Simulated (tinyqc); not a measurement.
Charge imbalance from the loss of breakdown voltage.

Inverse problem. In a superjunction of pillar doping N and length Lp an imbalance dl lowers BV by q |dl| N Lp^2/(4 eps0 eps_r), as long as the field reaches through the pillar. Find |dl| and the net dose error |dl| N wp.

Values chosen for this exercise: relative permittivity of the semiconductor eps_r = 11.9; width of each pillar wp = 1 um.

Constants: q = 1.602176634e-19 C, eps0 = 8.8541878128e-14 F/cm where lengths are in cm. Results are converted to the units shown.

BV balanced and BV measured (V): [470, 380.90835]
N = 2.9764586e16 cm^-3
Lp = 22.183559 um

Solution. The loss is linear in |dl|; its sign cannot be told from BV.

|dl| = 1.600 %
dose error = 4.762e10 cm^-2

Program tinyqc, `OMP_NUM_THREADS=1 python tinyqc.py 2590070 2590071 out.jsonl`; Intel Xeon 2.30GHz, shared host, one thread, about 0.01 s.
